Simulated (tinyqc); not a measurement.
Inside a calculation. Model: microkinetic model of low-temperature epitaxy from hydride gases: adsorption, hydrogen desorption and rate control. Computed by tinyqc, a small Python program that keeps every step. Command: `OMP_NUM_THREADS=1 python tinyqc.py 3000842 3000843 out.jsonl hepi walk`. One thread of a shared host (Intel(R) Xeon(R) Processor @ 2.30GHz), about 0.01 s of CPU time with the checks. Intermediate numbers are printed to about 6 digits and carried at full precision; extremes and crossings named in words are read from the listed rows.

Each hydride molecule needs two free sites and leaves four hydrogen atoms, of which two leave at once as H2; theta is the hydrogen coverage, the site density is 6.78 per nm^2 and one layer is 1.358 angstrom thick.

Inputs (values chosen for the exercise, close to those used for silane and germane on Si(001)):
```
quantity,value,unit
silane pressure p_S,0.84,Pa
sticking prefactor of silane s0,0.096,-
adsorption barrier E_s,0.27,eV
desorption prefactor nu_d,4.2e+12,1/s
desorption energy on silicon E_d,2.06,eV
hydrogen carrier pressure p_H,0,Pa
sticking of hydrogen s_H,5.9e-08,-
temperature T,530,C
germane pressure p_G,0.023,Pa
sticking ratio of germane to silane r_G,5.3,-
"lowering of E_d per unit germanium fraction, dE",0.59,eV
```

Film: silicon-germanium. Order of hydrogen desorption: first.

Constants: k_B = 8.617333262e-05 eV/K; u = 1.6605390666e-27 kg; k_B = 1.380649e-23 J/K.

## Rate constants

Flux per site F = p/(sqrt(2 pi M k_B T) x 6.78e18 per m^2), M = 32.12 u (silane), 76.63 u (germane), 2.016 u (hydrogen); s = s0 exp(-E_s/(k_B T)); k_S = s F_S, k_G = r_G s F_G; germanium fraction x = k_G/(k_S + k_G); k = k_S + k_G; k_H = s_H F_H; k_d = nu_d exp(-(E_d - dE x)/(k_B T)). Temperatures in kelvin are T(C) + 273.15.

k = 4.31542 1/s

germanium fraction x = 0.0858843

k_H = 0 1/s

k_d = 1.03439 1/s

## Coverage and growth rate

With k the hydride and k_H the hydrogen adsorption rate on free pairs and k_d the desorption rate, steady state: 2 (k + k_H)(1 - theta)^2 = k_d theta; growth rate R = k (1 - theta)^2 layers/s; 1 layer/s = 8.148 nm/min. With c = 2 (k + k_H)/k_d the free share is 1 - theta = 2/(1 + sqrt(1 + 4c)).

c = 8.34389

hydrogen coverage theta = 0.708585

growth rate R in layers = 0.366477 layers/s

growth rate G = 2.98605 nm/min

Hydrogen covers most sites: its desorption limits growth.

## Degrees of rate control

X_i = d ln R/d ln k_i at fixed other constants. With f = 1 - theta and a = 2/f + 1/theta: d ln f/d ln k_d = 1/(a f), so X_d = 2/(a f), X_k = 1 - X_d k/(k + k_H), X_H = -X_d k_H/(k + k_H); they sum to 1.

X_d (desorption) = 0.829441

X_k (hydride adsorption) = 0.170559

X_H (hydrogen adsorption) = 0

## Two regimes over temperature

Limits: desorption-limited R = k_d k/(2 (k + k_H)), adsorption-limited R = k.

Growth:
```
T (C),theta,G (nm/min),desorption limit (nm/min),adsorption limit (nm/min)
400,0.971167,1.50318e-02,1.54780e-02,18.0809
450,0.919466,1.56096e-01,1.69768e-01,24.0673
500,0.810422,1.10707e+00,1.36604e+00,30.8035
550,0.626004,5.34112e+00,8.53208e+00,38.1855
600,0.393084,1.69830e+01,4.32044e+01,46.1058
650,0.193172,3.54514e+01,1.83523e+02,54.4593
700,0.079614,5.34925e+01,6.71895e+02,63.1470
750,0.031220,6.76482e+01,2.16684e+03,72.0784
800,0.012630,7.91352e+01,6.26567e+03,81.1726
850,0.005422,8.93812e+01,1.64835e+04,90.3585
```

The apparent activation energy of G is 1.96 eV between the first rows and 0.25 eV between the last; full hydrogen cover gives a value near the desorption energy (plus E_s where k_H far exceeds k), a bare surface one near E_s less k_B T/2 from the flux. The coverage passes one half between 550 and 600 C, the knee of the Arrhenius plot.

Checks made by the program: steady coverage against time integration of d theta/dt (relative difference below 1e-10); degree of control against a finite difference (relative difference below 1e-10).
